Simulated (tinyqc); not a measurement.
Inside a calculation. Method: UKS/LDA (VWN5) in the sto-3g basis, for Li, spin multiplicity 2. One step of it, computed by the program tinyqc.

Task: Iteration 2: DIIS coefficients. Solve [B -1; -1 0][c; lambda] = [0; -1] for the coefficients, which sum to one.

B (overlaps of the stored error matrices):
```
                1               2
1   3.5646457e-02  -6.1330353e-04
2  -6.1330353e-04   1.0551995e-05
```

Give: DIIS coefficients.

Result:

DIIS coefficients: 0.0169  0.9831
